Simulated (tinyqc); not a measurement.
Band offset of a heterojunction with an interface dipole (two-band chains, self-consistent charge): one step. The line-up. Four cases, with inputs chosen for the exercise.

Task: Ev(right) - Ev(left) = D - (G2 - G1)/2 and Ec(right) - Ec(left) = D + (G2 - G1)/2, for D0, for the self-consistent D and for D = 0. Type I: the offsets have opposite signs; type III: one valence edge lies above the other conduction edge; else type II.

Case 1.

Values chosen (out of a larger set: gaps near those of GaAs and AlAs; the chains and D0 are free models, so the offsets are not those of the real pair; not measured data):
- G1 = 1.37 eV (gap on the left)
- G2 = 2.15 eV (gap on the right)
- D0 = -0.4 eV (mid-gap of the right side above that of the left, without dipole)

D = -0.241420 eV

Case 2.

Values chosen (out of a larger set: gaps near those of GaAs and AlAs; the chains and D0 are free models, so the offsets are not those of the real pair; not measured data):
- G1 = 1.39 eV (gap on the left)
- G2 = 2.27 eV (gap on the right)
- D0 = 0.34 eV (mid-gap of the right side above that of the left, without dipole)

D = 0.230519 eV

Case 3.

Values chosen (out of a larger set: gaps near those of InGaAs and InP; the chains and D0 are free models, so the offsets are not those of the real pair; not measured data):
- G1 = 0.73 eV (gap on the left)
- G2 = 1.42 eV (gap on the right)
- D0 = -0.38 eV (mid-gap of the right side above that of the left, without dipole)

D = -0.120094 eV

Case 4.

Values chosen (out of a larger set: gaps near those of Si and Ge; the chains and D0 are free models, so the offsets are not those of the real pair; not measured data):
- G1 = 1.1 eV (gap on the left)
- G2 = 0.68 eV (gap on the right)
- D0 = 0.2 eV (mid-gap of the right side above that of the left, without dipole)

D = 0.079954 eV

Give: Offsets (eV).

Result:

Case 1.

Offsets (eV):
```
case                            D  valence  conduction                 type
no dipole                  -0.400   -0.790      -0.010  type II (staggered)
self-consistent            -0.241   -0.631       0.149  type I (straddling)
neutrality levels aligned   0.000   -0.390       0.390  type I (straddling)
```

The dipole changes the type of the junction.

Case 2.

Offsets (eV):
```
case                           D  valence  conduction                 type
no dipole                  0.340   -0.100       0.780  type I (straddling)
self-consistent            0.231   -0.209       0.671  type I (straddling)
neutrality levels aligned  0.000   -0.440       0.440  type I (straddling)
```

The dipole shifts both offsets alike and leaves the type.

Case 3.

Offsets (eV):
```
case                            D  valence  conduction                 type
no dipole                  -0.380   -0.725      -0.035  type II (staggered)
self-consistent            -0.120   -0.465       0.225  type I (straddling)
neutrality levels aligned   0.000   -0.345       0.345  type I (straddling)
```

The dipole changes the type of the junction.

Case 4.

Offsets (eV):
```
case                           D  valence  conduction                 type
no dipole                  0.200    0.410      -0.010  type I (straddling)
self-consistent            0.080    0.290      -0.130  type I (straddling)
neutrality levels aligned  0.000    0.210      -0.210  type I (straddling)
```

The dipole shifts both offsets alike and leaves the type.

Computed by tinyqc, one run a case: `OMP_NUM_THREADS=1 python tinyqc.py N N+1 out.jsonl` with N = 1452048, 1452090, 1452275, 1452417; one thread of a shared Intel(R) Xeon(R) Processor @ 2.30GHz, about 0.4 s a run at most.
